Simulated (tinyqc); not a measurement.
## Trap density from one capacitance

Question. Traps spread evenly through the insulator exchange electrons with the semiconductor by tunnelling, with tau(x) = t0 exp(2 ka x) at depth x from the interface. The admittance per area Y seen at depth x obeys dY/dx = -Y^2/(i w eps0 eox) + q Nb ln(1 + i w tau)/tau, with Y(0) = i w Cs and w = 2 pi f; the gate sees Y(tox) = G + i w C. Working variable y = Y/(i w), in uF/cm^2. Cox = eps0 eox/tox. Find Nb and G/w.

Inputs (values chosen for the exercise):
- eox = 19.3 (relative permittivity of the insulator)
- tox = 3.8 nm (insulator thickness)
- Cs = 7.5 uF/cm^2 (semiconductor capacitance in accumulation)
- ka = 3.8 1/nm (decay constant of the wave function in the insulator)
- t0 = 2e-10 s (time constant of a trap at the interface)
- f = 1e6 Hz (frequency)

Constants: q = 1.602176634e-19 C, eps0 = 8.8541878128e-14 F/cm where lengths are in cm. Results are converted to the units shown.

C = 3.0888281 uF/cm^2

Solution. C rises steadily with Nb, so one density matches; in practice ka and t0 must come from the frequency dependence.

Nb = 8.800e19 cm^-3 eV^-1
G/w = 0.07247 uF/cm^2

Numbers from tinyqc (`OMP_NUM_THREADS=1 python tinyqc.py 2202153 2202154 out.jsonl`; about 0.3 s on one thread of a shared Intel Xeon 2.30GHz).
